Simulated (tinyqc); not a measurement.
Deformation potentials from a strained empirical pseudopotential: sweeps and comparisons. A value that a table varies takes the place of the one given here.

Diamond lattice, no spin-orbit coupling. Atomic form factor V(q) = a1 (q^2 - a2)/(a3 exp(a4 q^2) - 1) in rydberg with q in 1/bohr, for the unstrained cell. Under a strain e the reciprocal vectors and k go over into (1 + e)^(-1) G, the atoms sit at +/- tau with tau = (1 + e) a (1,1,1)/8 - zeta a (eyz, ezx, exy)/4, and H(G,G') = c |k + G|^2 delta + (V(q)/det(1 + e)) cos(q.tau), q = G - G', with the term q = 0 left out; c = hbar^2/2m0. The basis is fixed before straining: all G with |k + G|^2 up to 16 (2 pi/a)^2. k is given in units of 2 pi/a of the unstrained cell.

Constants: hbar^2/2m0 = 3.80998211 eV angstrom^2; Ry = 13.60569312 eV; a0 (Bohr radius) = 0.5291772105 angstrom.

Inputs chosen for the exercise (near those of Si; the results hold for these values, not for the real material): a = 5.428 angstrom (lattice constant); A = (0.543, 2.171, 2.072, 0.49) (a1 (Ry bohr^2), a2 (1/bohr^2), a3, a4 (bohr^2)); h = 0.002 (size of the test strain); kD = 0.82 2 pi/a (position of the Delta minimum); a1 = 0.543; a2 = 2.171; a3 = 2.072; a4 = 0.49.

## The internal displacement

Xu of L (level 5, the lowest empty one) and d from exy = eyz = ezx = h for several zeta: Xu = [E(L [111]) - E(L [1-1-1])]/((8/3) h), d = (single valence level - pair)/(3 sqrt(3) h). zeta = 0 strains the bonds with the lattice; zeta = 1 keeps all four bond lengths equal to first order.

Results:

| zeta | Xu (L) (eV) | d (eV) |
|---|---|---|
| 0.00 | 11.31 | 0.44 |
| 0.25 | 11.65 | -1.81 |
| 0.50 | 11.99 | -4.06 |
| 0.60 | 12.13 | -4.96 |
| 0.75 | 12.35 | -6.31 |
| 1.00 | 12.71 | -8.56 |

How do the results move?

From zeta = 0 to 1, d goes from 0.44 to -8.56 eV and Xu (L) from 11.31 to 12.71 eV, both nearly linearly: the displacement is an optical-phonon mode, and d = d(0) - zeta d0/4 gives its deformation potential d0 = 36 eV. Leaving the relaxation out (zeta = 0 for 0.5) moves d by +4.50 eV, which reverses its sign, and Xu (L) by -0.68 eV. Tetragonal strain has no such freedom.

## Size of the test strain

e = diag(-h/2, -h/2, h). Xu = [E(Delta z) - E(Delta x)]/(1.5 h) at fixed kD, b = [E(Z) - E(X, Y)]/(4.5 h); one-sided from +h alone, central from +h and -h.

Results (eV):

| h | Xu one-sided | Xu central | b one-sided | b central |
|---|---|---|---|---|
| 0.0010 | 8.041 | 8.046 | -3.268 | -3.264 |
| 0.0025 | 8.033 | 8.046 | -3.274 | -3.264 |
| 0.0050 | 8.021 | 8.047 | -3.285 | -3.264 |
| 0.0100 | 7.996 | 8.048 | -3.305 | -3.264 |
| 0.0200 | 7.948 | 8.052 | -3.347 | -3.265 |
| 0.0300 | 7.903 | 8.059 | -3.389 | -3.266 |

What can be read from the table?

From h = 0.001 to 0.03 the one-sided Xu drifts by -0.139 eV and the central one by +0.012 eV; for b the drifts are -0.121 and -0.002 eV. The central difference cancels the term of second order in the strain, so its error goes as h^2. At h = 0.02 the linear law errs by 1.2 % for the valley splitting and 2.5 % for the valence splitting.

## What each parameter of the potential does

Gaps from the valence top to level 8 at Gamma and level 5 at (kD,0,0) and L, and their deformation potentials [E(+h) - E(-h)]/(3 ln((1 + h)/(1 - h))) for e = +/- h 1, h = 0.002. The row for the lattice constant keeps V(q) without the volume factor, so it is not a strain. Each row changes one parameter from the base and keeps the others.

Results:

| case | Gamma (eV) | Delta (eV) | L (eV) | potential Gamma (eV) | potential Delta (eV) | potential L (eV) |
|---|---|---|---|---|---|---|
| base | 4.187 | 1.014 | 1.989 | -8.68 | 2.73 | -1.86 |
| a = 5.374 angstrom | 4.303 | 0.717 | 1.887 | -8.37 | 3.03 | -1.70 |
| a1 = 0.538 | 4.144 | 0.949 | 1.940 | -8.61 | 2.74 | -1.85 |
| a2 = 2.193 | 4.072 | 1.089 | 1.985 | -8.75 | 2.68 | -1.89 |
| a3 = 2.093 | 4.138 | 0.922 | 1.925 | -8.59 | 2.72 | -1.86 |
| a4 = 0.485 | 4.282 | 1.101 | 2.064 | -8.85 | 2.66 | -1.94 |

What does this show?

The largest shifts from the base row, up to three for each result and ties (the steps differ in size, so this ranks the rows, not the parameters). Gamma (eV): a +0.116, a2 -0.114, a4 +0.095. Delta (eV): a -0.298, a3 -0.092, a4 +0.086. L (eV): a -0.101, a4 +0.076, a3 -0.063. potential Gamma (eV): a +0.31, a4 -0.17, a3 +0.09. potential Delta (eV): a +0.30, a4 -0.08, a2 -0.05. potential L (eV): a +0.16, a4 -0.08, a2 -0.03; unchanged at the printed digits by a3.

Computed by tinyqc, a small Python program: `OMP_NUM_THREADS=1 python tinyqc.py 1881216 1881217 out.jsonl` (the numbers bound the seed that draws the inputs); one thread of a shared host (Intel(R) Xeon(R) Processor @ 2.30GHz), about 0.2 s for the whole set of steps.
